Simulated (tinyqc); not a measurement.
# Dopants and charged point defects at anneal temperature: Fermi-level effect, clustering and pairing, step by step

A worked calculation. Computed by tinyqc, a small Python program that keeps every step. Command: `OMP_NUM_THREADS=1 python tinyqc.py 3006293 3006294 out.jsonl pairing walk`. One thread of a shared host (Intel(R) Xeon(R) Processor @ 2.30GHz), about 0.02 s of CPU time with the checks. Intermediate numbers are printed to about 5 digits and carried at full precision; extremes and crossings named in words are read from the listed rows.

Boltzmann statistics and full ionisation of active dopants. Energies are counted from the valence band; the defect (a vacancy or self-interstitial) has five charge states, with all degeneracy factors one.

Inputs (values chosen for the exercise, with bands modelled on InP):
```
quantity                                         value    unit
gap at 0 K E_g0                                   1.44      eV
Varshni alpha                                 0.000369    eV/K
Varshni beta                                       160       K
electron mass m_e                               0.0773     m_0
valleys M_c                                          1       -
hole mass m_h                                    0.621     m_0
anneal temperature T                              1010       K
total dopant density N                         1.3e+18   cm^-3
formation enthalpy of the neutral defect H_f       3.4      eV
formation entropy S_f                              8.6     k_B
site density N_s                               2.5e+22   cm^-3
intrinsic dopant diffusivity D_i               8.3e-17  cm^2/s
anneal time t                                     1000       s
dopant atoms per cluster k                           4       -
cluster binding energy E_b                        1.81      eV
```

Dopant: acceptor. Second part: clustering of the dopant.

defect levels as fractions of E_g(T): (2+/+), (+/0), (0/-), (-/2-): 0.1  0.24  0.59  0.62

Constants: m_0 = 9.1093837015e-31 kg; k_B = 1.380649e-23 J/K; h = 6.62607015e-34 J s; k_B = 8.617333262e-05 eV/K.

## The host at the anneal temperature

E_g = E_g0 - alpha T^2/(T + beta). N_c = 2 M_c (2 pi m_e k_B T/h^2)^(3/2) and N_v = 2 (2 pi m_h k_B T/h^2)^(3/2), masses in units of m_0. n_i = sqrt(N_c N_v) exp(-E_g/2 k_B T); E_i = E_g/2 + (k_B T/2) ln(N_v/N_c).

E_g = 1.1183 eV

k_B T = 0.087035 eV

n_i = 2.5781e+16 cm^-3

E_i = 0.69515 eV

effective density of states N_b of the majority band = 7.5859e+19 cm^-3

## Active and clustered dopant

p = A/2 + sqrt(A^2/4 + n_i^2) for an active density A. k ionised dopants and k carriers form one neutral cluster: C = N_s (A/N_s)^k (p/N_b)^k exp(E_b/k_B T), N_b the effective density of states of the majority band, and N = A + k C (60 bisections in ln A between ln N - 90 and ln N).

active density A = 1.3000e+18 cm^-3

clusters C = 1.6985e+07 cm^-3

active share = 1.00000

Nearly all the dopant is active.

## Carrier density and Fermi level

chi = n/n_i (for acceptors n_i/p); E_F = E_i + k_B T ln chi; field enhancement h = 1 + A/sqrt(A^2 + 4 n_i^2).

p = 1.3005e+18 cm^-3

chi = 0.019823

E_F = 0.35390 eV

field enhancement h = 1.9992

The doping is 50.4 n_i: extrinsic conditions.

## Charged defects

C_0 = N_s exp(S_f/k_B) exp(-H_f/k_B T). Ratios to the neutral state at E_F = E_i: r_+ = exp((E(+/0) - E_i)/k_B T), r_2+ = r_+ exp((E(2+/+) - E_i)/k_B T), r_- = exp((E_i - E(0/-))/k_B T), r_2- = r_- exp((E_i - E(-/2-))/k_B T); at other E_F state q scales as chi^(-q). The enhancement is sum r_q chi^(-q)/sum r_q. The charge on the defects is left out of neutrality.

neutral defects C_0 = 1.4699e+09 cm^-3

Charge states:
```
state     ratio r  intrinsic (cm^-3)  doped (cm^-3)
2+     9.1157e-06         1.3399e+04     3.4097e+07
+      7.4216e-03         1.0909e+07     5.5030e+08
0      1.0000e+00         1.4699e+09     1.4699e+09
-      1.5013e+00         2.2068e+09     4.3746e+07
2-     1.5330e+00         2.2534e+09     8.8552e+05
```

all defects, doped = 2.0989e+09 cm^-3

enhancement over intrinsic = 0.35329

mean charge = 0.27299 e

Doping leaves the neutral state alone and scales the total by 0.353; the most common state is 0 (in intrinsic material 2-).

## Dopant diffusivity

If every charge state of the defect carries the dopant equally well, D = D_i x enhancement x h x (active share A/N, a rough stand-in that overstates the dA/dN which immobile clusters call for), D_i being an input held fixed when T or H_f is moved; diffusion length 2 sqrt(D t).

effective diffusivity D = 5.8624e-17 cm^2/s

D/D_i = 0.70631

diffusion length = 4.8425 nm

## Against doping

chi = n/n_i; h = 1 + A/sqrt(A^2 + 4 n_i^2); the dopant diffusivity over its intrinsic value is D/D_i = enhancement x h x A/N, if every charge state carries the dopant equally well.

Trend at the anneal temperature:
```
N (cm^-3)  active A (cm^-3)      chi  defect enhancement  mean charge    D/D_i
7.70e+14         7.7000e+14  0.98518             0.98336      -1.1190  0.99804
2.10e+15         2.1000e+15  0.96010             0.95559      -1.1030  0.99448
5.90e+15         5.9000e+15  0.89210             0.88271      -1.0570  0.98306
1.60e+16         1.6000e+16  0.73673             0.72944      -0.9362  0.94562
4.50e+16         4.5000e+16  0.45454             0.49867      -0.6447  0.82656
1.20e+17         1.2000e+17  0.20574             0.34887      -0.2852  0.66941
3.40e+17         3.4000e+17  0.07539             0.30233      -0.0237  0.60124
9.40e+17         9.4000e+17  0.02741             0.32788       0.1899  0.65527
2.60e+18         2.6000e+18  0.00991             0.45928       0.4950  0.91847
```

Well below n_i = 2.58e16 cm^-3 chi and the enhancement are near 1. At any doping d ln(enhancement)/d ln chi equals minus the mean charge, which goes from -1.12 to +0.49 over the rows. The defect density first falls, because doping removes the states with the sign of the ionised dopant before it feeds the opposite ones.

## Activation against anneal temperature

The formulas are those given above.

Equilibrium activation:
```
T (K)  n_i (cm^-3)  active A (cm^-3)  clusters C (cm^-3)  active share
610     4.5801e+13        1.2988e+18          2.9016e+14        0.9991
710     4.1668e+14        1.3000e+18          9.2033e+11        1.0000
810     2.2606e+15        1.3000e+18          1.0825e+10        1.0000
910     8.6434e+15        1.3000e+18          3.1162e+08        1.0000
1010    2.5781e+16        1.3000e+18          1.6985e+07        1.0000
1110    6.4044e+16        1.3000e+18          1.4924e+06        1.0000
1210    1.3848e+17        1.3000e+18          1.9281e+05        1.0000
```

The active share hardly changes over these temperatures.

Checks made by the program: conservation of the dopant (relative difference below 1e-10); ratios against Boltzmann factors of formation energies at E_F (relative difference below 1e-10).
